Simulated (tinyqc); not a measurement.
# Quantum limit of the contact resistance of a two-dimensional channel, step by step

tinyqc, about 0.01 s, one thread, Intel Xeon 2.30GHz (shared host): `OMP_NUM_THREADS=1 python tinyqc.py 2760164 2760165 out.jsonl` Printed values are rounded.

Parabolic band with gv valleys, C = hbar^2/(2 m0), eta = (EF - Ec)/(kB T). Landauer picture: each mode conducts 2 q^2/h, and the contacts and the channel add incoherently in series, 1/Tt - 1 = 2 (1/tc - 1) + L/lam for the total transmission Tt.

Inputs (values chosen for the exercise): temperature T = 300 K; mass m = 0.49 m0; valleys gv = 1; carrier density n = 1.2e12 cm^-2; transmission of each contact tc = 0.25; back-scattering length of the channel lam = 88 nm; channel length L = 8.1 nm.

Constants: q = 1.602176634e-19 C, kB = 1.380649e-23 J/K, hbar = 1.054571817e-34 J s, h = 6.62607015e-34 J s, m0 = 9.1093837015e-31 kg, Vt = kB T/q, hbar^2/(2 m0) = 0.0380998212 eV nm^2. Results are converted to the units shown.

## Fermi level and modes

n = N ln(1 + exp(eta)), N = gv m kB T/(2 pi C); modes per width M = gv sqrt(m kB T/C) Fm(eta)/(2 sqrt(pi)), Fm(x) = (1/sqrt(pi)) int_0^infinity u^(-1/2)/(1 + exp(u - x)) du; at zero temperature M0 = gv kF/pi, kF = sqrt(2 pi n/gv). kB T in eV.

N = 5.29161e12 cm^-2
eta = -1.36827
M = 35.2225 1/um
M0 = 87.4039 1/um

The zero-temperature count is 2.48 times the thermal one.

## Resistances

RQ = (h/2q^2)/M for the whole device, R = RQ/Tt; the part of one contact is Rc = RQ (1/tc - 1/2) and the channel adds RQ L/lam.

RQ = 366.425 ohm um
Rc = 1282.49 ohm um
channel = 33.7278 ohm um
R = 2598.70 ohm um
Tt = 0.141003

The two contacts make up 98.7 % of R.
